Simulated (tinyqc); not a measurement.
# Worked calculation: one level coupled to a phonon between two leads, self-consistent Born approximation

tinyqc, about 0.09 s, one thread, Intel Xeon 2.30GHz (shared host): `OMP_NUM_THREADS=1 python tinyqc.py 2720034 2720035 out.jsonl` Printed values are rounded.

Wide-band leads with mu_L = +V/2 and mu_R = -V/2; phonons in equilibrium, Nq = 1/(exp(w0/kB T) - 1). Scattering links only energies that differ by w0, so a ladder E_k = E1 + k w0 closes on itself; terms that reach past its ends are dropped. Gn and Gp are the electron and hole parts of the spectral function A = Gn + Gp.

Parameters, values chosen for the exercise:
- T = 77 K (temperature of leads and phonons)
- w0 = 63 meV (phonon energy)
- ed = -83 meV (level)
- GL = 15 meV (coupling to the left lead)
- GR = 9.8 meV (coupling to the right lead)
- M = 20 meV (electron-phonon matrix element)
- V = 240 mV (bias)
- nr = 6 (rungs of the ladder shown)
- E1 = -135 meV (lowest rung)

Constants: q = 1.602176634e-19 C, kB = 1.380649e-23 J/K, Vt = kB T/q. Results are converted to the units shown.

Range of the model: The self-consistent Born approximation keeps only non-crossing phonon lines and no Hartree shift; it is rough once the coupling nears the phonon energy.

## The ladder and the first Green functions

|G|^2 = 1/[(E - ed)^2 + (GL + GR + Sin + Sout)^2/4], Gn = |G|^2 (GL fL + GR fR + Sin), Gp = |G|^2 (GL (1 - fL) + GR (1 - fR) + Sout), f = 1/(1 + exp((E - mu)/kB T)). On a single ladder the real part of the phonon self-energy, which needs all energies, is left out. At the start Sin = Sout = 0.

| rung | E (meV) | fL | fR | Gn (1/meV) | Gp (1/meV) |
|---|---|---|---|---|---|
| 0 | -135 | 1 | 0.905563 | 0.00835428 | 3.23850e-4 |
| 1 | -72 | 1 | 7.21119e-4 | 0.0546188 | 0.0356418 |
| 2 | -9 | 1.00000 | 5.43082e-8 | 0.00266441 | 0.00174075 |
| 3 | 54 | 0.999952 | 4.08705e-12 | 7.92658e-4 | 5.17933e-4 |
| 4 | 117 | 0.611144 | 3.07578e-16 | 2.28301e-4 | 3.89324e-4 |
| 5 | 180 | 1.18263e-4 | 2.31473e-20 | 2.55896e-8 | 3.57721e-4 |

Nq = 7.52624e-5

## Iteration 1: scattering functions

Sin(E) = M^2 [(Nq + 1) Gn(E + w0) + Nq Gn(E - w0)], Sout(E) = M^2 [(Nq + 1) Gp(E - w0) + Nq Gp(E + w0)]. Nq = 1/(exp(w0/kB T) - 1).

| rung | Sin (meV) | Sout (meV) |
|---|---|---|
| 0 | 21.8492 | 0.00107299 |
| 1 | 1.06610 | 0.129602 |
| 2 | 0.318731 | 14.2578 |
| 3 | 0.0914077 | 0.696364 |
| 4 | 3.40996e-5 | 0.207199 |
| 5 | 6.87300e-6 | 0.155741 |

## Iteration 1: Green functions

|G|^2 = 1/[(E - ed)^2 + (GL + GR + Sin + Sout)^2/4], Gn = |G|^2 (GL fL + GR fR + Sin), Gp = |G|^2 (GL (1 - fL) + GR (1 - fR) + Sout), f = 1/(1 + exp((E - mu)/kB T)). On a single ladder the real part of the phonon self-energy, which needs all energies, is left out.

| rung | Gn after iteration 1 (1/meV) | Gp after iteration 1 (1/meV) |
|---|---|---|
| 0 | 0.0140772 | 2.85265e-4 |
| 1 | 0.0554354 | 0.0342222 |
| 2 | 0.00261250 | 0.00410289 |
| 3 | 7.97071e-4 | 5.54442e-4 |
| 4 | 2.28288e-4 | 3.94459e-4 |
| 5 | 2.56881e-8 | 3.59958e-4 |

## Iteration 2: scattering functions

As before.

| rung | Sin (meV) | Sout (meV) |
|---|---|---|
| 0 | 22.1758 | 0.00103026 |
| 1 | 1.04550 | 0.114238 |
| 2 | 0.320521 | 13.6899 |
| 3 | 0.0914006 | 1.64129 |
| 4 | 3.42718e-5 | 0.221804 |
| 5 | 6.87259e-6 | 0.157796 |

## Iteration 2: Green functions

As before.

| rung | Gn after iteration 2 (1/meV) | Gp after iteration 2 (1/meV) |
|---|---|---|
| 0 | 0.0141445 | 2.84582e-4 |
| 1 | 0.0554537 | 0.0342244 |
| 2 | 0.00261775 | 0.00401362 |
| 3 | 7.96552e-4 | 6.03959e-4 |
| 4 | 2.28287e-4 | 3.94821e-4 |
| 5 | 2.56881e-8 | 3.59987e-4 |

## Course of the iteration

Repeat until no Sin or Sout changes by more than 1e-9 meV.

Course of the iteration:

| iteration | largest Sin + Sout (meV) | largest change (meV) |
|---|---|---|
| 1 | 21.8502 | 21.8 |
| 2 | 22.1769 | 0.945 |
| 3 | 22.1842 | 0.0357 |
| 4 | 22.1853 | 1.50e-3 |
| 5 | 22.1853 | 9.47e-5 |
| 6 | 22.1853 | 4.23e-6 |
| 7 | 22.1853 | 2.66e-7 |
| 8 | 22.1853 | 1.19e-8 |
| 9 | 22.1853 | 7.51e-10 |

Converged in 9 iterations; the change shrinks by about 0.053 a step.

## Currents on the rungs

| rung | converged Gn (1/meV) | converged Gp (1/meV) |
|---|---|---|
| 0 | 0.0141462 | 2.84565e-4 |
| 1 | 0.0554564 | 0.0342206 |
| 2 | 0.00261772 | 0.00401352 |
| 3 | 7.96572e-4 | 6.02087e-4 |
| 4 | 2.28285e-4 | 3.95293e-4 |
| 5 | 2.56880e-8 | 3.59992e-4 |

Spectral currents into the level: iL = GL [fL Gp - (1 - fL) Gn], iR = GR [fR Gp - (1 - fR) Gn].

| rung | iL | iR | iL + iR |
|---|---|---|---|
| 0 | 0.004268 | -0.010567 | -0.0062983 |
| 1 | 0.513309 | -0.542839 | -0.0295297 |
| 2 | 0.060203 | -0.025654 | 0.0345491 |
| 3 | 0.009030 | -0.007806 | 0.0012239 |
| 4 | 0.002292 | -0.002237 | 0.0000550 |
| 5 | 0.000000 | 0.000000 | 0.0000000 |

sum of iL = 0.589103

On a single rung iL + iR need not vanish (largest 0.035), since phonons move electrons between rungs; summed over the ladder it does.
